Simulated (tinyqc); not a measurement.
# Current crowding under a contact, resistor ladder against the transmission-line model: two studies

A metal contact of length d and width W on a thin layer of the same width. The metal has no resistance, the sheet resistance under it equals Rsh, and current enters the layer at the front edge x = 0.

Values chosen for this exercise: sheet resistance of the semiconductor layer Rsh = 240 ohm/sq; specific contact resistivity rc = 1.2e-8 ohm cm^2; contact length d = 0.32 um; contact width W = 0.37 um.

Each table varies one quantity; the others keep the values above.

## Convergence with the number of cells

Cut the contact into n cells of length hc = d/n. Neighbouring cell centres are joined by a = W/(Rsh hc), each centre joins the metal (0 V) by g = W hc/rc, and I enters cell 1 through half a cell: -a v_(i-1) + b_i v_i - a v_(i+1) = I for i = 1 and 0 otherwise, b_i = g + 2 a (g + a at both ends). Rc = v_1/I + 1/(2 a). The error is against Transfer length Lt = sqrt(rc/Rsh); front resistance Rc = (Rsh Lt/W) coth(d/Lt); end resistance Re = (Rsh Lt/W)/sinh(d/Lt).

Result of one run:

| n | hc/Lt | Rc (ohm) | error (%) |
|---|---|---|---|
| 1 | 4.525 | 113.9 | 148 |

What becomes of these results when the cells n is changed from 1 to 32, all else the same?

Result of the changed run:

| n | hc/Lt | Rc (ohm) | error (%) |
|---|---|---|---|
| 32 | 0.1414 | 45.99 | 0.250 |

The whole series:

| n | hc/Lt | Rc (ohm) | error (%) |
|---|---|---|---|
| 1 | 4.525 | 113.9 | 148 |
| 2 | 2.263 | 69.32 | 51.1 |
| 4 | 1.131 | 52.72 | 14.9 |
| 8 | 0.5657 | 47.68 | 3.93 |
| 16 | 0.2828 | 46.33 | 0.996 |
| 32 | 0.1414 | 45.99 | 0.250 |
| 64 | 0.07071 | 45.91 | 0.0625 |

The exact Rc is 45.877 ohm. The error falls from 150 % to 0.063 %, by a factor of 4.0 over the last doubling: second order in the cell length.

## Effect of the sheet resistance

Same model as above.

Transfer length Lt = sqrt(rc/Rsh); front resistance Rc = (Rsh Lt/W) coth(d/Lt); end resistance Re = (Rsh Lt/W)/sinh(d/Lt).

Effect of the sheet resistance:

| Rsh (ohm/sq) | Lt (um) | d/Lt | Rc W (ohm um) | Re W (ohm um) |
|---|---|---|---|---|
| 7.9 | 0.38974 | 0.82106 | 4.5571 | 3.3596 |
| 20 | 0.24495 | 1.3064 | 5.6743 | 2.8632 |
| 51 | 0.15339 | 2.0861 | 8.0680 | 1.9731 |
| 130 | 0.096077 | 3.3307 | 12.522 | 0.89466 |
| 330 | 0.060302 | 5.3066 | 19.901 | 0.19736 |
| 840 | 0.037796 | 8.4664 | 31.749 | 0.013361 |
| 2100 | 0.023905 | 13.387 | 50.200 | 1.5418e-4 |
| 5400 | 0.014907 | 21.466 | 80.498 | 7.6585e-8 |

What does the table show?

Rc W rises from 4.56 to 80.5 ohm um while Re W falls from 3.36 to 7.66e-8 ohm um; for Rsh going to zero both tend to rc/d = 3.75 ohm um. A larger Rsh shortens Lt and crowds the current to the front edge. In 1 of the 8 rows Lt is below 20 nm, near the thickness of a real layer, where current spreads in depth and the line model fails.

tinyqc, about 0.01 s, one thread, Intel Xeon 2.30GHz (shared host): `OMP_NUM_THREADS=1 python tinyqc.py 2760073 2760074 out.jsonl`
